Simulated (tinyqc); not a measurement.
bcc against fcc: Finnis-Sinclair potential for a bcc metal: fit to cohesion and elasticity, then vacancy, surfaces and structure. Computed by tinyqc, a small Python program. Command: `OMP_NUM_THREADS=1 python tinyqc.py 3113710 3113711 out.jsonl fsfit walk`. One thread of a shared host (Intel(R) Xeon(R) Processor @ 2.30GHz), about 0.01 s of CPU time with the checks.

E = (1/2) sum V(r) - A sqrt(rho), rho = sum phi(r), phi = (r - d)^2 for r < d, V = (r - c)^2 (c0 + c1 r + c2 r^2) for r < c. In bcc the 8 first neighbours lie at sqrt(3) a/2 and the 6 second at a; both cut-offs lie below the third shell; Omega = a^3/2; E is per atom and z the number of atoms in a shell. The four constants A, c0, c1, c2 are fitted to E_c, zero pressure, B and C12 - C44 alone, so C44 and C11 - C12 are not matched singly; defects are unrelaxed.

Inputs (values chosen for the exercise, modelled on niobium):
```
quantity             value      unit
lattice constant a     3.3  angstrom
cohesive energy E_c   7.48        eV
target C11             244       GPa
target C12             132       GPa
target C44            29.8       GPa
density cut-off d/a  1.202         -
pair cut-off c/a      1.26         -
```

Constants: 1 eV/angstrom^3 = 160.2176634 GPa.

Method:
- rho = sum z phi, rho1 = sum z r phi', rho2 = sum z r^2 phi''. At zero pressure the effective pair part V + 2 F' phi obeys C12 = C44, so C12 - C44 = F'' (rho1/3)^2/Omega with F'' = A/(4 rho^(3/2)); this gives A.
- With v_k = (r - c)^2 r^k the rows are (1/2) sum z v_k, (1/2) sum z r v_k' and (1/2) sum z r^2 v_k''. With rho1 = sum z r phi' and rho2 = sum z r^2 phi'' the right-hand sides are: -E_c + A sqrt(rho) (cohesion); A rho1/(2 sqrt(rho)) (zero pressure); 9 B Omega + A [rho2/(2 sqrt(rho)) - rho1^2/(4 rho^(3/2))] with B = (C11 + 2 C12)/3.
- Solve the three equations.
- E of each lattice against the volume per atom, as a multiple of Omega; all neighbours inside the cut-offs are summed.

c0, c1, c2 (eV/angstrom^2, eV/angstrom^3, eV/angstrom^4): -0.74284  1.41888  -0.34976

A = 3.06816 eV/angstrom

Energies (eV/atom):
```
V/Omega      bcc      fcc  fcc less bcc (meV)
0.80     -7.0417  -6.8811              160.58
0.84     -7.2073  -7.0068              200.49
0.88     -7.3309  -7.1137              217.19
0.92     -7.4156  -7.1967              218.90
0.96     -7.4644  -7.2577              206.69
1.00     -7.4800  -7.3022              177.77
1.05     -7.4571  -7.3290              128.11
1.10     -7.3918  -7.3160               75.81
1.20     -7.1527  -7.1829              -30.21
```

What does the comparison show, and why?

The lowest fcc row, at V/Omega = 1.05, lies +151 meV from the bcc minimum: the fit keeps bcc stable, though nothing in it asked for that.

Extremes, crossings and ranges named in words are read from the listed rows.
